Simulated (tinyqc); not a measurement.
p-i-n power rectifier, conductivity modulation at high injection: forward voltage and stored charge against the high-level lifetime.

A drift layer from x = -d to d (2 d = W) between ideal p+ and n+ emitters (no recombination in them). High injection, n = p, ambipolar diffusion with one lifetime; both mobilities scale as (T/300 K)^(-bt).

Triangular field at breakdown with Ec = Kc N^(1/8): BV = eps0 eps_r Ec^2/(2 q N), so N = (eps0 eps_r Kc^2/(2 q BV))^(4/3); W = 2 BV/Ec; mu = mud (T/300 K)^(-bt); rho = 1/(q mu N); ideal resistance rho W. Da = 2 mun mup Vt/(mun + mup), La = sqrt(Da tau), B = (mun - mup)/(mun + mup) with mun = mud (T/300 K)^(-bt), mup likewise; n(x) = (tau J/(2 q La)) [cosh(x/La)/sinh(d/La) - B sinh(x/La)/cosh(d/La)]. Ohmic drop: integral of J/(q (mun + mup) n); diffusion (Dember) drop Vt B ln(n(-d)/n(d)); both junctions together Vt ln(n(-d) n(d)/ni^2), ni = sqrt(Nc Nv) exp(-Eg/(2 Vt)), Eg in volts; V_F = the sum; stored charge q times the integral of n. Integrals on a fine grid. Peak reverse current if all stored charge left in a linear ramp without recombination (an upper bound): sqrt(2 a Q). Rows where n falls below the doping are left out.

Inputs (values chosen for the exercise); bulk values close to those of 4H silicon carbide: temperature T = 400 K; relative permittivity eps_r = 9.72; critical-field constant Kc = 23100 V/cm per (cm^-3)^(1/8); rated breakdown voltage of the drift layer BV = 13000 V; drift mobility at 300 K mud = 804 cm^2/(V s); temperature exponent of the drift mobility bt = 2.5; hole mobility at 300 K mup = 110 cm^2/(V s); band gap Eg = 3.36 eV; conduction-band density of states at T Nc = 2.62e19 cm^-3; valence-band density of states at T Nv = 3.85e19 cm^-3; forward current density J = 50 A/cm^2; ramp rate of the current at turn-off a = 82 A/(cm^2 us).

Constants: q = 1.602176634e-19 C, kB = 1.380649e-23 J/K, Vt = kB T/q, eps0 = 8.8541878128e-14 F/cm where lengths are in cm. Results are converted to the units shown.

The same in every row: J rho W (V) = 24.50.

Results:
```
tau (s),d/La,"drift drop, ohmic and diffusion (V)",junction drops (V),V_F (V),Q (uC/cm^2),sqrt(2 a Q) (A/cm^2),lowest n over N
8.3e-7,4.949,4.950,2.917,7.867,41.50,82.50,1.377
1.7e-6,3.458,1.098,2.942,4.040,85.00,118.1,8.785
3.6e-6,2.376,0.3524,2.972,3.324,180.0,171.8,38.76
7.6e-6,1.635,0.1475,3.009,3.156,380.0,249.6,129.9
1.6e-5,1.127,0.07098,3.053,3.124,800.0,362.2,373.9
6.9e-5,0.5428,0.01858,3.146,3.165,3450,752.2,2212
0.00014,0.3810,0.009528,3.193,3.202,7000,1071,4771
0.0003,0.2603,0.004558,3.244,3.248,1.500e4,1568,1.057e4
```

Estimate the missing row, tau = 3.3e-5 s.

Computed row:
```
tau (s),d/La,"drift drop, ohmic and diffusion (V)",junction drops (V),V_F (V),Q (uC/cm^2),sqrt(2 a Q) (A/cm^2),lowest n over N
3.3e-5,0.7848,0.03657,3.099,3.135,1650,520.2,940.1
```

With this row back in the table: V_F goes from 7.87 through a minimum of 3.12 (at tau = 1.6e-5 among the rows listed) to 3.25 V; the drift drop falls from 4.95 to 0.00456 V and the junction drops rise from 2.92 to 3.24 V. The minimum falls at d/La = 1.1: a short lifetime starves the middle of the layer, a long one raises the edge densities and with them the junction drops. Where n exceeds a few 1e17 cm^-3, emitter and Auger recombination, left out here, lower n and change V_F.

Computed by the program tinyqc: `OMP_NUM_THREADS=1 python tinyqc.py 2230018 2230019 out.jsonl`, one thread of a shared Intel Xeon 2.30GHz, about 0.01 s for the whole run.
